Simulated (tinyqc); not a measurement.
Long runs: velocity against field: Monte Carlo simulation of one carrier in a uniform electric field. Computed by tinyqc, a small Python program. Command: `OMP_NUM_THREADS=1 python tinyqc.py 3004447 3004448 out.jsonl mcfl walk`. One thread of a shared host (Intel(R) Xeon(R) Processor @ 2.30GHz), about 2 s of CPU time with the checks.

The force e F acts along +z. Flights end at the constant total rate Gamma; the part of Gamma that the real rates do not fill is self-scattering, which leaves k unchanged. One valley, no impurities; equivalent final valleys enter only through Z_f in the optical rate.

Inputs (values chosen for the exercise, modelled on electrons in germanium):
```
quantity                                             value       unit
effective mass m                                     0.221        m_0
non-parabolicity alpha                                0.71       1/eV
density rho                                           5323     kg/m^3
sound velocity v_l                                    5420        m/s
acoustic deformation potential D_A                      12         eV
phonon energy hbar w                                  31.9        meV
optical or intervalley deformation potential D_o       5.1  1e8 eV/cm
final valleys Z_f                                        3          -
lattice temperature T                                  350          K
electric field F                                       5.6      kV/cm
energy E_max up to which Gamma must cover the rates      1         eV
seed of the random numbers                           83480          -
```

Crystal: non-polar. Band: Kane.

Constants: k_B = 1.380649e-23 J/K; e = 1.602176634e-19 C; hbar = 1.054571817e-34 J s; m_0 = 9.1093837015e-31 kg; hbar = 6.582119569e-16 eV s; k_B = 8.617333262e-05 eV/K.

Method:
- Kane band: hbar^2 k^2/(2 m) = E (1 + alpha E), speed v = hbar k/(m (1 + 2 alpha E)), states per spin, volume and energy g(E) = m k (1 + 2 alpha E)/(2 pi^2 hbar^2); overlap factors are set to 1. Masses are multiplied by m_0 and all formulas are in SI units.
- Phonon occupation N_q = 1/(exp(hbar w/(k_B T)) - 1).
- Acoustic deformation potential (elastic, equipartition, absorption and emission together): 1/tau = 2 pi k_B T D_A^2 g(E)/(hbar rho v_l^2).
- Optical or intervalley deformation potential: 1/tau = (pi Z_f D_o^2/(rho w)) [N_q g(E + hbar w) + (N_q + 1) g(E - hbar w)], with g = 0 below the band edge.
- Gamma is 1.05 times the largest total rate on the grid E = (j + 1/2) E_max/400, j = 0..399.
- On the grid E_j = (j + 1/2) hbar w/12 up to 20 k_B T + 2 hbar w, solve (sum of rates) l(E) = v(E); mu_0 = e sum g v l exp(-E/k_B T)/(3 k_B T sum g exp(-E/k_B T)).
- Flight: t = -ln(r1)/Gamma; k_z grows by e F t/hbar; E follows from the band; dz = (E_end - E_start)/(e F).
- Choice: with cumulative rates in the order acoustic, absorption, emission, the process is the first whose sum exceeds r2 Gamma; if none, self-scattering.
- Final state: E' = E, E + hbar w or E - hbar w gives k'. Isotropic processes: cos(theta) = 1 - 2 r3 from the z axis, phi = 2 pi r4, k' (sin theta cos phi, sin theta sin phi, cos theta).
- Each row: 250 carriers from a thermal start, 1600 flights each, the first half discarded, random numbers not printed; the error is the standard error over ten groups; the mean energy is taken at the ends of flights, which sample time evenly. Fields at which more than 0.02 % of the events exceed Gamma are left out.

Gamma = 86.0321 1e12/s

low-field mobility mu_0 = 1249.84 cm^2/(V s)

Monte Carlo results:
```
F (kV/cm)  drift velocity (1e5 m/s)  error (1e5 m/s)  mu_0 F (1e5 m/s)  mean energy (meV)  real events (%)
1.4                           0.160           0.0180            0.1750               50.9             6.39
2.8                           0.273           0.0190            0.3500               62.1             7.34
5.6                           0.387           0.0150            0.6999               86.6             9.46
11.0                          0.463           0.0170            1.3748              145.0            14.10
22.0                          0.467           0.0082            2.7496              259.0            23.00
```

At the lowest field the drift velocity is 0.91 +/- 0.10 of the ohmic value mu_0 F, at the highest 0.17 +/- 0.00. The mean energy goes from 51 to 259 meV against the parabolic-band thermal value 3 k_B T/2 = 45 meV: the carriers heat, more of them reach the emission threshold, where they lose momentum, and the curve bends below the ohmic line. Only 6 to 23 % of the events are real; the rest is the price of a constant Gamma.

Extremes, crossings and ranges named in words are read from the listed rows.
